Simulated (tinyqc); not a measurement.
Nucleation and growth against temperature: classical nucleation, growth and JMAK kinetics of crystallisation from a melt or glass. Computed by tinyqc, a small Python program. Command: `OMP_NUM_THREADS=1 python tinyqc.py 3028736 3028737 out.jsonl nucl walk`. One thread of a shared host (Intel(R) Xeon(R) Processor @ 2.30GHz), about 0.01 s of CPU time with the checks.

A spherical nucleus with a sharp interface of isotropic energy gamma; lambda = Omega^(1/3) is the jump distance.

Inputs (values chosen for the exercise, for a model substance):
```
quantity,value,unit
melting point T_m,1460,K
heat of melting per volume H,1550,J/cm^3
interface energy gamma,0.151,J/m^2
atomic volume Omega,16.6,angstrom^3
diffusion prefactor D0,1.5e-07,m^2/s
activation energy Q,0.737,eV
```

Nucleation: homogeneous. Driving force: Turnbull (linear).

Constants: k_B = 1.380649e-23 J/K; k_B = 8.617333262e-05 eV/K.

Method:
- Driving force per volume: dG = H (T_m - T)/T_m.
- Shape factor f = 1.
- W(r) = f [4 pi r^2 gamma - (4/3) pi r^3 dG]; r* = 2 gamma/dG; W* = f 16 pi gamma^3/(3 dG^2); n* = f (4/3) pi r*^3/Omega.
- D = D0 exp(-Q/(k_B T)); attachment rate k+ = (A*/lambda^2) D/lambda^2 with A* = 4 pi r*^2; Zeldovich factor Z = sqrt(W*/(3 pi k_B T))/n*; sites per volume N = 1/Omega; I = N Z k+ exp(-W*/(k_B T)); lag time = 1/(4 pi Z^2 k+).
- Growth (Wilson-Frenkel): u = (D/lambda) [1 - exp(-dG Omega/(k_B T))].
- JMAK with steady nucleation and growth, nuclei spread at random: extended fraction X_e = (pi/3) I u^3 t^4, X = 1 - exp(-X_e); t_X = [-3 ln(1 - X)/(pi I u^3)]^(1/4); final grains per volume = Gamma(5/4) (3/pi)^(1/4) (I/u)^(3/4), Gamma(5/4) = 0.9064024771.
- Grain size = (grains per volume)^(-1/3). Rows are kept where W*/(k_B T) < 70.

Rates:
```
T (K),W*/(k_B T),I (1/(m^3 s)),u (m/s),t_0.5 (s),grain size (micrometre)
730,9.529,1.6270e+32,0.00346,5.5969e-07,2.2277e-03
803,10.695,1.4026e+32,0.00903,2.8305e-07,2.9378e-03
876,12.408,5.8831e+31,0.01938,1.9825e-07,4.4193e-03
949,14.960,9.3362e+30,0.03564,1.9895e-07,8.1531e-03
1022,18.908,3.3048e+29,0.05750,3.2038e-07,2.1185e-02
1095,25.412,8.3502e+26,0.08262,1.0888e-06,1.0345e-01
1168,37.225,9.7619e+21,0.10612,1.5433e-05,1.8835e+00
1241,62.284,1.9061e+11,0.12052,6.6736e-03,9.2496e+02
```

What follows from these numbers?

Among these rows I peaks at 730 K, u at 1241 K and the change is fastest at 876 K, between the two. Growth has no barrier W*, so it peaks nearer T_m than nucleation. The grain size goes as (u/I)^(1/4), from 0.0022 micrometre at the lowest T to 920 at the highest. Caution: in the coldest rows the nucleus has under 20 atoms or the barrier is under 10 k_B T, where the capillary model and steady rates are only a guide.

Extremes, crossings and ranges named in words are read from the listed rows.
